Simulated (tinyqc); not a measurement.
# Undoped symmetric double-gate MOSFET, analytic potential model: effect of the gate work function less that of the intrinsic body

An undoped body of thickness ts between two equal insulators and tied gates; long channel, electrons only, n = ni exp((psi - V)/Vt) with V the quasi-Fermi potential (0 at the source, Vd at the drain), constant mobility, no quantisation. Across the body psi(x) = V - 2 Vt ln[(ts/(2 beta)) sqrt(q ni/(2 eps0 eps_r Vt)) cos(2 beta x/ts)], x from the centre. Q is the electron charge per area of the whole body.

ni = sqrt(Nc Nv) exp(-Eg/(2 Vt)), Eg in volts; r = eps_r tox/(eox ts); V0 = dphi + 2 Vt ln[(2/ts) sqrt(2 eps0 eps_r Vt/(q ni))]. beta (between 0 and pi/2) solves (Vg - V0 - V)/(2 Vt) = ln(beta) - ln(cos beta) + 2 r beta tan(beta). Q = 8 eps0 eps_r Vt beta tan(beta)/ts; I = mu (1/L)(4 eps0 eps_r/ts)(2 Vt)^2 [g(beta_s) - g(beta_d)] per width, g = beta tan(beta) - beta^2/2 + r beta^2 tan^2(beta), with beta_s at V = 0 and beta_d at V = Vd.  I(low) is taken at Vg = 0.4 V, Qs and I(high) at Vg = 1.15 V.

Values chosen for this exercise; material values close to those of gallium arsenide: temperature T = 400 K; band gap Eg = 1.44 eV; relative permittivity of the semiconductor eps_r = 12.7; conduction-band density of states at T Nc = 6.73e17 cm^-3; valence-band density of states at T Nv = 1.36e19 cm^-3; relative permittivity of the gate insulator eox = 9.16; insulator thickness tox = 6.1 nm; body thickness ts = 20 nm; channel mobility mu = 470 cm^2/(V s); gate length L = 0.1 um; drain voltage Vd = 0.8 V.

Constants: q = 1.602176634e-19 C, kB = 1.380649e-23 J/K, Vt = kB T/q, eps0 = 8.8541878128e-14 F/cm where lengths are in cm. Results are converted to the units shown.

Effect of the gate work function less that of the intrinsic body:
```
dphi (V),V0 (V),I(low) (nA/um),Qs(high) (nC/cm^2),I(high) (uA/um)
-0.16,0.4968,1420,1339,1969
-0.11,0.5468,349.2,1223,1668
-0.06,0.5968,82.89,1107,1394
-0.01,0.6468,19.49,993.5,1148
0.04,0.6968,4.573,881.5,927.3
0.09,0.7468,1.072,771.7,733.1
0.14,0.7968,0.2514,664.5,564.4
```

As dphi goes from -0.16 to 0.14 V, I(low) falls from 1420 to 0.251 nA/um and I(high) falls from 1970 to 564 uA/um. V0 rises from 0.497 to 0.797 V. In every row the surface density at the source at the higher gate voltage passes 0.3 Nc, where Boltzmann statistics fail. In every row mu V/L at the higher gate voltage, with V the smaller of Vd and Vg - V0, passes 3e6 cm/s, so velocity saturation would lower the current. In every row L is under three scale lengths of this cross-section, so short-channel effects, left out here, would raise the subthreshold current.

Numbers from tinyqc (`OMP_NUM_THREADS=1 python tinyqc.py 2440147 2440148 out.jsonl`; about 0.02 s on one thread of a shared Intel Xeon 2.30GHz).
